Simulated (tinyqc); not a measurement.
Both approximations at x = 1/2: order-disorder in a binary alloy on two sublattices: Bragg-Williams and pair (quasi-chemical) approximations. Computed by tinyqc, a small Python program. Command: `OMP_NUM_THREADS=1 python tinyqc.py 3000728 3000729 out.jsonl order walk`. One thread of a shared host (Intel(R) Xeon(R) Processor @ 2.30GHz), about 0.01 s of CPU time with the checks.

All z = 8 neighbours of a site lie on the other sublattice. B fills the sublattices with x + eta/2 and x - eta/2; energies are per site, from the pure components: u = -z w y with y the probability of an A-B bond taken in one order.

Inputs (values chosen for the exercise, for a model alloy): ordering energy w = (e_AA + e_BB)/2 - e_AB = 18.6 meV; fraction x of B = 0.5.

Lattice: bcc (B2 order, z = 8).

Constants: k_B = 8.617333262e-05 eV/K.

Method. Bragg-Williams: k_B T_c = 2 z w x (1 - x). Pair approximation at x = 1/2: k_B T_c = w/ln(z/(z - 2)). At x = 1/2 the alloy is an Ising model with K = w/(2 k_B T). Bragg-Williams: eta = tanh(z K eta), neighbour correlation -eta^2. Pair: h = (z - 1) artanh(tanh K tanh h), eta = tanh(z h/(z - 1)), correlation -(tanh K + tanh^2 h)/(1 + tanh K tanh^2 h). T is given in units of the Bragg-Williams T_c at x = 1/2, z w/(2 k_B).

T_c, pair approximation at x = 1/2 = 750.287 K

Order and neighbour correlation:
```
T/T_c   T (K)  eta, Bragg-Williams  correlation, Bragg-Williams  eta, pair  correlation, pair
0.30    259.0              0.99741                     -0.99483    0.99734           -0.99472
0.45    388.5              0.97398                     -0.94863    0.97096           -0.94434
0.55    474.9              0.93553                     -0.87521    0.92253           -0.85847
0.65    561.2              0.87207                     -0.76050    0.83171           -0.71522
0.75    647.5              0.77552                     -0.60143    0.66642           -0.50270
0.85    733.9              0.62950                     -0.39627    0.28927           -0.20895
0.95    820.2              0.37949                     -0.14401    0.00000           -0.13082
1.10    949.7              0.00000                      0.00000    0.00000           -0.11315
1.50   1295.1              0.00000                      0.00000    0.00000           -0.08314
```

The pair approximation loses long-range order between T/T_c = 0.85 and 0.95, at 750 K, and keeps a correlation of -0.083 in the last row. At its own T_c the correlation is -1/(z - 1) = -0.143, so the fewer the neighbours, the more of the ordering energy is released above T_c.
